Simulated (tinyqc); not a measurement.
# Ideality, saturation current and resistance from three points

Question. Well above the saturation current a diode obeys V = n Vt ln(I/I0) + I Rs. Find n, Rs and I0.

Values chosen for this exercise: temperature T = 450 K.

Constants: q = 1.602176634e-19 C, kB = 1.380649e-23 J/K, Vt = kB T/q. Results are converted to the units shown.

currents (A): 2e-6  0.0005  0.02
voltages (V): 0.67669317  1.0643042  1.3259499

Answer. V is linear in the three unknowns n Vt, Rs and -n Vt ln I0, so three points give a linear system.

n = 1.810
Rs = 0.1400 ohm
I0 = 1.300e-10 A

Program tinyqc, `OMP_NUM_THREADS=1 python tinyqc.py 2260066 2260067 out.jsonl`; Intel Xeon 2.30GHz, shared host, one thread, about 0.01 s.
